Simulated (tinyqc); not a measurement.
Global model of a low-pressure process discharge: electron temperature, density, ion flux and ion energy. From one set of inputs to another, one input at a time. Computed by tinyqc, a small Python program. Command: `OMP_NUM_THREADS=1 python tinyqc.py 3110647 3110648 out.jsonl plasma ladder`. One thread of a shared host (Intel(R) Xeon(R) Processor @ 2.30GHz), about 0.01 s of CPU time with the checks.

Maxwellian electrons with temperature T_e in eV, one positive ion, no negative ions, uniform bulk density n; rate constants have the Arrhenius form.

The inputs printed are set A. Inputs not listed in the table keep their values of set A, so the rows need not describe a real material.

Inputs (values chosen for the exercise, of the order of those of an inductive discharge in a simple atomic gas): ion mass M = 19 u; ionisation prefactor K0 = 5.5e-14 m^3/s; ionisation energy E_iz = 15.8 eV; excitation prefactor X0 = 3.5e-14 m^3/s; excitation energy E_ex = 10.4 eV; elastic rate constant K_el = 9.3e-14 m^3/s; ion-neutral cross section = 1.1e-18 m^2; pressure p = 0.26 Pa; gas temperature T_g = 400 K; radius R = 20 cm; height L = 12 cm; absorbed power P = 170 W; bias power P_b = 290 W; radius of the biased electrode = 7.5 cm; bias frequency = 2 MHz.

Constants: k_B = 1.380649e-23 J/K; e = 1.602176634e-19 C; u = 1.6605390666e-27 kg; m_0 = 9.1093837015e-31 kg; eps_0 = 8.8541878128e-12 F/m.

Method:
- n_g = p/(k_B T_g); lambda_i = 1/(n_g sigma); h_L = 0.86/sqrt(3 + L/(2 lambda_i)), h_R = 0.8/sqrt(4 + R/lambda_i); A_eff = 2 pi R^2 h_L + 2 pi R L h_R; d_eff = pi R^2 L/A_eff.
- Particle balance: K0 exp(-E_iz/T_e) n_g d_eff = u_B, u_B = sqrt(e T_e/M).
- Root found by bracketing.
- E_c = E_iz + (X0 exp(-E_ex/T_e) E_ex + K_el (3 m_0/M) T_e)/K_iz; wall potential V_s = (T_e/2) ln(M/(2 pi m_0)); E_T = E_c + 2 T_e + T_e/2 + V_s; n = P/(e u_B A_eff E_T); ion current density J = e h_L n u_B; ionised share n/n_g.
- All bias power goes to ions: V_b = P_b/(J pi r^2). Debye length at the sheath edge lambda_D = sqrt(eps_0 T_e/(e h_L n)); Child-law sheath s = (sqrt2/3) lambda_D (2 V/T_e)^(3/4), V = V_b + V_s; ion transit time tau_i = 3 s sqrt(M/(2 e V)); collisions in the sheath s/lambda_i.

Each row keeps all changes above it:
```
input moved                         from     to  T_e (eV)  ion current density J (mA/cm^2)  sheath width s (mm)
set A                                  -      -    3.6478                           0.7109               14.059
height L (cm)                         12     17    3.3799                           0.6029               17.257
ionisation energy E_iz (eV)         15.8   14.2    2.9993                           0.7418               13.321
ion mass M (u)                        19     28    2.8683                           0.7286               12.364
absorbed power P (W)                 170   1500    2.8683                           6.4289                0.840
radius R (cm)                         20     17    2.9244                           8.2033                0.626
ionisation prefactor K0 (m^3/s)  5.5e-14  4e-14    3.1562                           7.2574                0.728
pressure p (Pa)                     0.26   0.99    2.1737                           6.0218                0.902
```

T_e goes from 3.65 to 2.17, a factor 0.596 in all. The largest single move comes from pressure p (a factor 0.689), and ionisation prefactor K0 works against it (a factor 1.08). ion current density J goes from 0.711 to 6.02, a factor 8.47 in all. The largest single move comes from absorbed power P (a factor 8.82). Sheath width s goes from 14.1 to 0.902, a factor 0.0642 in all. The largest single move comes from absorbed power P (a factor 0.0679). The single moves hold for this order of the switches; the total does not depend on the order.

Extremes, crossings and ranges named in words are read from the listed rows.
